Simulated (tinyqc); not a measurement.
# Retention against time

Retention: filled traps are spread evenly in depth from E1 to E2, and each empties at the rate nu exp(-E/kB T). The share left is the mean of exp(-nu t exp(-E/kB T)) = [kB T/(E2 - E1)] [E1x(nu t exp(-E2/kB T)) - E1x(nu t exp(-E1/kB T))], E1x the exponential integral; traps shallower than about Ed = kB T ln(nu t) are empty.

Inputs (values chosen for the exercise): storage temperature T = 473 K; shallowest trap depth E1 = 0.97 eV; deepest trap depth E2 = 2.04 eV; attempt frequency nu = 1e13 1/s.

Constants: q = 1.602176634e-19 C, kB = 1.380649e-23 J/K, Vt = kB T/q. Results are converted to the units shown.

Result of one run:
```
t (s),Ed (eV),share left
1e5,1.6894,0.30572
```

What becomes of these results when the time t is changed from 1e5 to 100 s, all else the same?

Result of the changed run:
```
t (s),Ed (eV),share left
100,1.4078,0.56885
```

The whole series:
```
t (s),Ed (eV),share left
1,1.2201,0.74428
100,1.4078,0.56885
10000,1.5955,0.39343
1e5,1.6894,0.30572
1e6,1.7832,0.21807
1e7,1.8771,0.13098
1e8,1.9709,0.049259
1e9,2.0648,0.0023415
```

The share left falls from 0.744 to 0.00234. Ed moves by 0.0939 eV a decade and reaches E1 at t = 0.00216 s; from then on the loss is linear in log t, 8.77 % a decade, until Ed comes within a few kB T of E2, which it reaches at 5.45e8 s.

Program tinyqc, `OMP_NUM_THREADS=1 python tinyqc.py 2130006 2130007 out.jsonl`; Intel Xeon 2.30GHz, shared host, one thread, about 0.04 s.
